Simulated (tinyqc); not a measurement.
# Planar ballistic transistor, top-of-the-barrier model: output curve

At the top of the source barrier, states moving towards the drain are filled by the source (Fermi level 0) and states moving back by the drain (Fermi level -q Vd); nothing scatters. U is the shift of the band edge there, set by the capacitances CG, CD and CS (the total) and by the charge. Parabolic two-dimensional band; the source is grounded.

N0 = gv m kB T/(pi hbar^2), CG = eps0 eox/tox, vT = sqrt(2 kB T/(pi m)), CS = CG/aG, n0 = n at U = 0 and Vd = 0. eta1 = -(E0 + U)/Vt, eta2 = eta1 - Vd/Vt, n = (N0/2)[F_0(eta1) + F_0(eta2)], F_0(x) = ln(1 + exp x). U = UL + q (n - n0)/CS with UL = -(aG Vg + aD Vd), energies in eV. I = q (N0/2) vT [F_(1/2)(eta1) - F_(1/2)(eta2)] per width, F_(1/2)(x) = (2/sqrt(pi)) int_0^infinity u^(1/2)/(1 + exp(u - x)) du. CQ = (q/Vt) dn/d(eta1).

Inputs (values chosen for the exercise); mass and valleys close to those of germanium: temperature T = 400 K; effective mass m = 0.114 m0; valley degeneracy gv = 4; relative permittivity of the gate insulator eox = 16; insulator thickness tox = 2.8 nm; gate control CG/CS aG = 0.84; drain control CD/CS aD = 0.028; band edge at the barrier top above the source Fermi level at zero bias E0 = 0.29 eV; gate voltage Vg = 0.8 V.

Constants: q = 1.602176634e-19 C, kB = 1.380649e-23 J/K, hbar = 1.054571817e-34 J s, m0 = 9.1093837015e-31 kg, Vt = kB T/q, eps0 = 8.8541878128e-14 F/cm where lengths are in cm. Results are converted to the units shown.

Results:
```
Vd (V)   eta1  n (cm^-2)  I (uA/um)  mean velocity I/(q n) (cm/s)  CQ/CS
0.01    1.802   1.204e13      370.1                       1.919e6  4.251
0.025   1.973   1.183e13      910.4                       4.803e6  4.193
0.05    2.241   1.151e13       1760                       9.542e6  4.033
0.1     2.688   1.098e13       3177                       1.805e7  3.504
0.15    2.974   1.067e13       4072                       2.383e7  2.921
0.2     3.105   1.055e13       4469                       2.644e7  2.585
0.3     3.173   1.057e13       4656                       2.750e7  2.442
0.4     3.200   1.064e13       4708                       2.763e7  2.435
0.8     3.295   1.094e13       4886                       2.789e7  2.443
```

Estimate the missing row, Vd = 0.6 V.

Computed row:
```
Vd (V)   eta1  n (cm^-2)  I (uA/um)  mean velocity I/(q n) (cm/s)  CQ/CS
0.6     3.247   1.079e13       4797                       2.776e7  2.439
```

With this row back in the table: The current rises from 370 to 4890 uA/um; n goes from 1.20e13 through a minimum of 1.05e13 (at Vd = 0.2 V among the rows listed) to 1.09e13 cm^-2 and eta1 rises from 1.80 to 3.29. The resistance in the first row is 27.0 ohm um, though nothing scatters in the channel. The current passes 90 % of its last value at Vd = 0.2 V among the rows, where eta2 = -2.7: the drain no longer fills returning states.

Numbers from tinyqc (`OMP_NUM_THREADS=1 python tinyqc.py 2400049 2400050 out.jsonl`; about 0.01 s on one thread of a shared Intel Xeon 2.30GHz).
